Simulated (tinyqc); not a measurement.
Changing the substrate conductivity kappa: time-domain thermoreflectance: layered heat flow under a modulated pulse train, and what the signal ratio measures. Computed by tinyqc, a small Python program. Command: `OMP_NUM_THREADS=1 python tinyqc.py 3111622 3111623 out.jsonl tdtr sweep`. One thread of a shared host (Intel(R) Xeon(R) Processor @ 2.30GHz), about 0.2 s of CPU time with the checks.

Pulses repeat at 80 MHz; heat is laid down at the surface, all layers are isotropic, and the film is in perfect contact with the substrate.

Inputs (values chosen for the exercise, modelled on aluminium on germanium):

| quantity | value | unit |
|---|---|---|
| metal thickness d | 120 | nm |
| metal conductivity | 170 | W/(m K) |
| metal heat capacity | 2.42 | MJ/(m^3 K) |
| boundary conductance G under the metal | 57 | MW/(m^2 K) |
| film thickness | 200 | nm |
| film conductivity | 1 | W/(m K) |
| film heat capacity | 2.2 | MJ/(m^3 K) |
| substrate heat capacity C | 1.73 | MJ/(m^3 K) |
| modulation frequency f | 1 | MHz |
| spot radius w (1/e^2, pump and probe) | 9.5 | micrometre |
| delay t | 3200 | ps |

Stack: metal, film, substrate.

Method:
- Penetration depth sqrt(kappa/(pi f C)); effusivity sqrt(kappa C); cooling time of the metal d C_m/G; Kapitza length kappa/G.
- For radial wave number k and angular frequency W each layer has u = sqrt(4 pi^2 k^2 + i W C/kappa) and gamma = kappa u. Surface impedance from below: Z = 1/gamma for the substrate; a layer of thickness L maps Z to (Z + tanh(u L)/gamma)/(1 + gamma Z tanh(u L)); a boundary adds 1/G.
- Response per absorbed watt H(W) = 2 pi int_0^(2/w) Z(k, W) exp(-pi^2 k^2 w^2) k dk by 20 Gauss-Legendre points.
- Signal: X + iY = sum_(m = -M..M) H(2 pi (f + m f_r)) exp(i 2 pi m f_r t) exp(-pi (m/M)^2 x 4), f_r = 80 MHz, M = 4000, with H(-W) the complex conjugate of H(W); V_in = X, V_out = Y, ratio = -V_in/V_out.

One run for each value:

| substrate conductivity kappa (W/(m K)) | ratio -V_in/V_out | V_out (K/mW) | phase of H(2 pi f) (degrees) | depth over spot radius |
|---|---|---|---|---|
| 0.5 | 0.7165 | -0.55213 | -56.545 | 0.0319 |
| 1.3 | 0.8672 | -0.49987 | -51.141 | 0.0515 |
| 3.3 | 1.0470 | -0.44679 | -45.630 | 0.0820 |
| 8.6 | 1.2548 | -0.39619 | -40.342 | 0.1324 |
| 22 | 1.4639 | -0.35482 | -35.975 | 0.2118 |
| 58 | 1.6676 | -0.32184 | -32.452 | 0.3439 |
| 150 | 1.8452 | -0.29741 | -29.851 | 0.5530 |
| 390 | 1.9903 | -0.27919 | -27.996 | 0.8917 |
| 1000 | 2.0872 | -0.26739 | -26.875 | 1.4278 |

Describe the trends.

Over the rows, ratio -V_in/V_out rises from 0.717 to 2.09 (exponent d ln y / d ln x 0.20 between the first rows and 0.051 between the last); V_out (K/mW) rises from -0.552 to -0.267 (exponent d ln y / d ln x -0.10 between the first rows and -0.046 between the last); phase of H(2 pi f) (degrees) rises from -56.5 to -26.9 (exponent d ln y / d ln x -0.11 between the first rows and -0.043 between the last).
